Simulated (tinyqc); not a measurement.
# Inputs raised by 2 %, one at a time

Model: equation-of-state fits to an energy-volume table made by a known binding curve. Computed by tinyqc, a small Python program. Command: `OMP_NUM_THREADS=1 python tinyqc.py 3008810 3008811 out.jsonl eosfit sens`. One thread of a shared host (Intel(R) Xeon(R) Processor @ 2.30GHz), about 0.06 s of CPU time with the checks.

With x = (V/V_0)^(1/3), the energy per atom is E = D [exp(-2 eta (x - 1)) - 2 exp(-eta (x - 1))], so that B0 = 2 D eta^2/(9 V_0) and B' = 1 + eta. B' = dB/dP at P = 0.

Inputs (values chosen for the exercise, for a model crystal):

| quantity | value | unit |
|---|---|---|
| cohesive energy D | 7.24 | eV/atom |
| true volume V_0 | 32.9 | angstrom^3/atom |
| stiffness eta | 4.09 | - |
| half-width of the volume window w | 0.06 | - |
| shift of the window centre s | -0.02 | - |
| points N | 7 | - |
| compression V/V_0 for the pressure test | 0.85 | - |

Binding curve: Morse. Noise: none.

Constants: 1 eV/angstrom^3 = 160.2176634 GPa.

Method:
- B0 and B' from the formulas above; P = -dE/dV at V = c V_0 (c the compression chosen), from the curve itself.
- Table: V_j = V_0 [1 + s + w (2 j/(N - 1) - 1)], j = 0..N-1, rounded to 0.001; E_j from the curve, rounded to 1e-7 eV.
- Third-order Birch-Murnaghan is a cubic in u = V^(-2/3): fit it by linear least squares, find the minimum, and take B0 = V E''(V), B' = -1 - V E'''/E'' there.

Runs:

| input moved | from | to | exact B0 (GPa) | exact B' | exact pressure at c V_0 (GPa) | fitted B0 (GPa) |
|---|---|---|---|---|---|---|
| base run | - | - | 131.07 | 5.0900 | 31.994 | 131.04 |
| cohesive energy D (eV/atom) | 7.24 | 7.3848 | 133.69 | 5.0900 | 32.634 | 133.66 |
| true volume V_0 (angstrom^3/atom) | 32.9 | 33.558 | 128.50 | 5.0900 | 31.367 | 128.47 |
| stiffness eta | 4.09 | 4.1718 | 136.36 | 5.1718 | 33.506 | 136.34 |
| half-width of the volume window w | 0.06 | 0.0612 | 131.07 | 5.0900 | 31.994 | 131.04 |
| compression V/V_0 for the pressure test | 0.85 | 0.867 | 131.07 | 5.0900 | 26.756 | 131.04 |

Exponents ln(y'/y) / ln(x'/x):

| input | exact B0 | exact B' | exact pressure at c V_0 | fitted B0 |
|---|---|---|---|---|
| cohesive energy D | 1 | 0.000 | 1.000 | 1.000 |
| true volume V_0 | -1 | 0.000 | -1.000 | -1.000 |
| stiffness eta | 2 | 0.805 | 2.331 | 2.000 |
| half-width of the volume window w | 0 | 0.000 | 0.000 | -0.001 |
| compression V/V_0 for the pressure test | 0 | 0.000 | -9.028 | 0.000 |

Which inputs matter most for each result?

Among the inputs moved here: exact B0 answers most in size to stiffness eta (exponent +2.000), next to cohesive energy D (+1.000); its exponent is below 0.0005 for half-width of the volume window w, compression V/V_0 for the pressure test. Its exponent +1.000 in cohesive energy D: B0 scales with the binding energy. Its exponent -1.000 in true volume V_0: B0 is an energy per volume. Exact B' answers most in size to stiffness eta (exponent +0.805); its exponent is below 0.0005 for cohesive energy D, true volume V_0, half-width of the volume window w, compression V/V_0 for the pressure test. Exact pressure at c V_0 answers most in size to compression V/V_0 for the pressure test (exponent -9.028), next to stiffness eta (+2.331); its exponent is below 0.0005 for half-width of the volume window w. Fitted B0 answers most in size to stiffness eta (exponent +2.000), next to cohesive energy D (+1.000); its exponent is below 0.0005 for compression V/V_0 for the pressure test.
